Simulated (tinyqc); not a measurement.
Electromigration in a confined line: Blech product, Korhonen stress evolution and Black's law: one step, computed by the program tinyqc.

The electron wind pushes atoms from the cathode (x = 0) to the anode (x = L); blocking ends build a back stress (tension positive). The input rho is taken not to change with temperature. d sigma/dt = d/dx [kappa (d sigma/dx + G)], with zero flux at both ends and sigma = sigma_0 at t = 0.

Task: Driving force and diffusivities. G = Z* e rho j/Omega; D = D0 exp(-E/(k_B T)); kappa = D B Omega/(k_B T); drift velocity of an unconfined line v = D Z* e rho j/(k_B T). SI: 1 micro-ohm cm = 1e-8 ohm m, 1 MA/cm^2 = 1e10 A/m^2. Temperatures in kelvin are T(C) + 273.15.

Inputs (values chosen for the exercise, close to those used for copper lines):

| quantity | value | unit |
|---|---|---|
| resistivity rho | 3.01 | micro-ohm cm |
| atomic volume Omega | 11.8 | angstrom^3 |
| effective charge number Z* | 1.5 | - |
| prefactor D0 | 1.9e-08 | m^2/s |
| activation energy E | 0.826 | eV |
| effective modulus B | 23 | GPa |
| current density j | 0.58 | MA/cm^2 |
| test temperature T | 220 | C |

Start: thermal stress.

Constants: e = 1.602176634e-19 C; k_B = 8.617333262e-05 eV/K; k_B = 1.380649e-23 J/K.

Give: stress gradient G; diffusivity D; kappa; drift velocity.

Result:

stress gradient G = 3.556 MPa/um

diffusivity D = 6.877e-17 m^2/s

kappa = 2.741e-15 m^2/s

drift velocity = 1.526 nm/h
